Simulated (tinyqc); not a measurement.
From thermodynamic factor Phi back to regular-solution parameter W: interdiffusion in a binary couple: Darken equations, Kirkendall shift and Boltzmann-Matano analysis. Computed by tinyqc, a small Python program. Command: `OMP_NUM_THREADS=1 python tinyqc.py 3026925 3026926 out.jsonl darken inv`. One thread of a shared host (Intel(R) Xeon(R) Processor @ 2.30GHz), about 0.2 s of CPU time with the checks.

x is the mole fraction of B; the molar volume is constant, and the two halves are long enough to count as infinite.

Inputs (values chosen for the exercise, for a model alloy A-B): tracer diffusivity D*_A(0) = 4.1e-15 m^2/s; tracer diffusivity D*_B(0) = 1.4e-14 m^2/s; slope k of ln D* with x = 0.66; temperature T = 1260 K; composition x for the local step = 0.47.

Vacancy-wind correction: Manning, fcc.

Constants: k_B = 8.617333262e-05 eV/K.

Method. D*_i(x) = D*_i(0) exp(k x); thermodynamic factor Phi = 1 - 2 W x (1 - x)/(k_B T); with f0 = 0.7815, M0 = 2 f0/(1 - f0), den = M0 ((1 - x) D*_A + x D*_B): D_A = D*_A Phi [1 + 2 (1 - x)(D*_A - D*_B)/den], D_B = D*_B Phi [1 - 2 x (D*_A - D*_B)/den]; interdiffusion D~ = x D_A + (1 - x) D_B.

Question. A run gave the result below. Find the regular-solution parameter W, known to lie between -0.14 and -0.068 eV.

thermodynamic factor Phi = 1.538677

Answer.

Each step takes the trial c = (a f_b - b f_a)/(f_b - f_a), f being the result less the target; c replaces end b, the old b replaces a if the sign of f changed, and otherwise f_a is halved.

Scan of the range:
```
regular-solution parameter W (eV)  thermodynamic factor Phi
-0.140                                              1.64237
-0.128                                              1.58731
-0.116                                              1.53225
-0.104                                              1.47719
-0.092                                              1.42213
-0.080                                              1.36707
-0.068                                              1.31201
```

False position (Illinois rule) inside the bracket:
```
step   end a   end b      trial  thermodynamic factor Phi
1     -0.128  -0.116  -0.117400                  1.538677
```

Thermodynamic factor Phi falls at every point of a 13-point scan of the range (every second point is shown), so one value fits; it is bracketed by -0.128 and -0.116. The scan shows a straight line, so linear interpolation between any two rows gives the answer at once. Answer: regular-solution parameter W = -0.1174 eV.
